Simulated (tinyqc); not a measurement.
A particle near a wafer in liquid: double-layer and van der Waals forces (DLVO), deposition barrier and removal: one step, computed by the program tinyqc.

Sphere and flat wall, Derjaguin approximation, constant potentials in the linear-superposition form, no retardation and no hydration force.

Problem. Energy and force at one gap. U(h) = Z R exp(-kappa h) - A R/(6 h); F(h) = -dU/dh = kappa Z R exp(-kappa h) - A R/(6 h^2), positive for repulsion.

Inputs (values chosen for the exercise, of the order of those for silica on copper in water):
```
quantity              value  unit
particle radius R       200    nm
Hamaker constant A  3.6e-20     J
temperature T           343     K
gap h                    11    nm
```

Z = -3.726640 pN

kappa = 0.7832601 1/nm

Constants: k_B = 1.380649e-23 J/K.

Give: double-layer energy; van der Waals energy; U(h); F(h).

Solution.

double-layer energy = -0.028520 k_B T

van der Waals energy = -23.036 k_B T

U(h) = -23.065 k_B T

F(h) = -10.023 pN
